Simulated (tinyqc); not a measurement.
Raising U: Hubbard chain of 5 sites, mean field against exact. Computed by the program tinyqc. Command: `OMP_NUM_THREADS=1 python tinyqc.py 113295 113296 out.jsonl`; one thread of a shared host (Intel(R) Xeon(R) Processor @ 2.60GHz), about 4 s.

one-body matrix (hopping and site energies) (eV):
```
,1,2,3,4,5
1,0.0000,-0.9700,0.0000,0.0000,0.0000
2,-0.9700,0.0000,-0.9700,0.0000,0.0000
3,0.0000,-0.9700,0.0000,-0.9700,0.0000
4,0.0000,0.0000,-0.9700,0.0000,-0.9700
5,0.0000,0.0000,0.0000,-0.9700,0.0000
```

electrons, up and down: 3  2

Collinear unrestricted mean field (the lowest of 40 random starts) against exact diagonalisation.

Exact and mean-field results (eV):
```
U,U/t,E exact,E mean field,mean |n_up - n_down|,"double occupancy, exact",first gap in the sector
0.480,0.495,-4.76478,-4.74329,0.231,0.213,0.925
0.970,1.000,-4.27023,-4.18441,0.278,0.191,0.872
1.940,2.000,-3.44753,-3.15212,0.460,0.149,0.756
2.910,3.000,-2.81753,-2.36264,0.684,0.112,0.645
3.880,4.000,-2.34495,-1.84623,0.810,0.084,0.551
5.820,6.000,-1.71910,-1.26594,0.913,0.049,0.413
7.760,8.000,-1.34111,-0.95852,0.950,0.031,0.326
11.640,12.000,-0.92197,-0.64328,0.978,0.015,0.226
19.400,20.000,-0.56251,-0.38727,0.992,0.006,0.138
```

In absolute terms mean field is worst at U/t = 4.0, 0.499 eV too high: at small U it is nearly exact, and at large U it misses only exchange-scale energies. Relative to the exact energy its error is 0.5 % at the smallest U, 31 % at most and 31 % at the largest. The double occupancy falls from 0.213 to 0.006; at the largest U the first gap is 0.71 times the exchange scale 4t^2/U.
